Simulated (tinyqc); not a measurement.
Worked calculation: RKS/exchange-only LDA in the 6-31g basis, for He, spin multiplicity 1. One step of it, computed by the program tinyqc.

Task: Iteration 1: diagonalisation and new density. A level shift of 0.5 hartree raises the virtual space: F + shift (S - S D(s) S), with D(s) the density of one spin (D/2). Diagonalise F' = X^T F X, C = X C', fill 1 alpha and 1 beta electrons from the bottom; D = 2 C_occ C_occ^T. Each column has its largest component positive (the first on a tie).

Kohn-Sham matrix F (hartree):
```
           1He 1s     1He 2s
1He 1s  -0.190397  -0.603800
1He 2s  -0.603800  -0.172442
```

X:
```
           1He 1s     1He 2s
1He 1s   1.217774  -0.435508
1He 2s  -0.435508   1.217774
```

D at the start:
```
          1He 1s    1He 2s
1He 1s  0.694886  0.608667
1He 2s  0.608667  0.533145
```

overlap S:
```
          1He 1s    1He 2s
1He 1s  1.000000  0.634148
1He 2s  0.634148  1.000000
```

Give: F' = X^T F X; orbital energies; coefficients C; D after iteration 1.

Result:

F' = X^T F X (hartree):
```
        1       2
1   0.560  -1.067
2  -1.067   0.614
```

orbital energies (hartree): MO1 -0.480, MO2 1.654

coefficients C:
```
          MO1     MO2
1He 1s  0.568  -1.162
1He 2s  0.538   1.176
```

D after iteration 1:
```
        1He 1s  1He 2s
1He 1s   0.645   0.611
1He 2s   0.611   0.579
```
